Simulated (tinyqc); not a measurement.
Special k points of the square lattice, step by step. Values are carried at full precision from step to step, so a last printed digit may differ when a step is redone from the rounded ones.

Lattice vectors in units of a: a1 = (1, 0), a2 = (0, 1); reciprocal vectors b_i with a_i . b_j = 2 pi delta_ij. Mesh: k = sum_i f_i b_i with f_i = (2 j_i + shift)/(2 N), j_i = 0 .. N-1. The point group of the lattice has 8 operations; only those that map the mesh onto itself are used.

Inputs chosen for the exercise: N = 6 (points along each reciprocal vector); shift = 0 (half steps); D = 1.75 eV (half gap term); t = 0.52 eV (coupling); e0 = 0.9 eV (offset).

## Irreducible points and weights

Join points that an operation carries into one another (modulo reciprocal vectors); list each class by its first point in the order of (j1, j2, ...).

Irreducible points:

| f1 | f2 | weight |
|---|---|---|
| 0.0000 | 0.0000 | 1 |
| 0.0000 | 0.1667 | 4 |
| 0.0000 | 0.3333 | 4 |
| 0.0000 | 0.5000 | 2 |
| 0.1667 | 0.1667 | 4 |
| 0.1667 | 0.3333 | 8 |
| 0.1667 | 0.5000 | 4 |
| 0.3333 | 0.3333 | 4 |
| 0.3333 | 0.5000 | 4 |
| 0.5000 | 0.5000 | 1 |

operations that keep the mesh = 8
irreducible points = 10

The weights add up to 36 = N^2; symmetry saves a factor 3.6.

## Which stars the mesh integrates

A_m(k) = sum over the m-th star of lattice vectors R of cos(k . R), stars in order of length: m = 1: |R|^2 = 1, 4 vectors, such as (1, 0) in the basis a_i; m = 2: |R|^2 = 2, 4 vectors, such as (1, 1) in the basis a_i; m = 3: |R|^2 = 4, 4 vectors, such as (2, 0) in the basis a_i; m = 4: |R|^2 = 5, 8 vectors, such as (2, 1) in the basis a_i; m = 5: |R|^2 = 8, 4 vectors, such as (2, 2) in the basis a_i; m = 6: |R|^2 = 9, 4 vectors, such as (3, 0) in the basis a_i. The zone mean of every A_m is zero.

Lattice vectors in units of a: a1 = (1, 0), a2 = (0, 1); f are fractions of the reciprocal vectors. Evaluate the first six A_m at each irreducible point (k . R = 2 pi sum f_i n_i) and form the weighted means.

A_m at the points:
```
       m=1     m=2     m=3     m=4     m=5     m=6
1    4.000   4.000   4.000   8.000   4.000   4.000
2    3.000   2.000   1.000   0.000  -2.000   0.000
3    1.000  -2.000   1.000  -4.000  -2.000   4.000
4    0.000  -4.000   4.000   0.000   4.000   0.000
5    2.000   1.000  -2.000  -2.000   1.000  -4.000
6    0.000  -1.000  -2.000   0.000   1.000   0.000
7   -1.000  -2.000   1.000   4.000  -2.000  -4.000
8   -2.000   1.000  -2.000   2.000   1.000   4.000
9   -3.000   2.000   1.000   0.000  -2.000   0.000
10  -4.000   4.000   4.000  -8.000   4.000  -4.000
```

weighted means: m=1 0.000, m=2 0.000, m=3 0.000, m=4 0.000, m=5 0.000, m=6 0.000

All six means vanish: the mesh is exact for functions whose Fourier series ends within these stars.

## A zone average from the irreducible points

Test function, the lower band of a two-band insulator: E(k) = -sqrt(D^2 + (e0 - t A_1(k))^2).

Lattice vectors in units of a: a1 = (1, 0), a2 = (0, 1). Evaluate E at each point and take the weighted mean; the reference uses the unshifted mesh with N = 96.

E at the points (eV): -2.1107  -1.8703  -1.7908  -1.9679  -1.7556  -1.9679  -2.2536  -2.6127  -3.0190  -3.4559

weighted mean = -2.1793 eV
reference mean = -2.1792 eV

The error is -0.04 meV with 10 points.

## Checks

- Weighted mean over irreducible points against the plain mean over the whole mesh (eV): both -2.179252.
- Reference mean against a mesh of N = 102 (eV): both -2.1792.

Program tinyqc; command `OMP_NUM_THREADS=1 python tinyqc.py 1652304 1652305 out.jsonl`; about 0.08 s on one thread of a shared Intel(R) Xeon(R) Processor @ 2.30GHz.
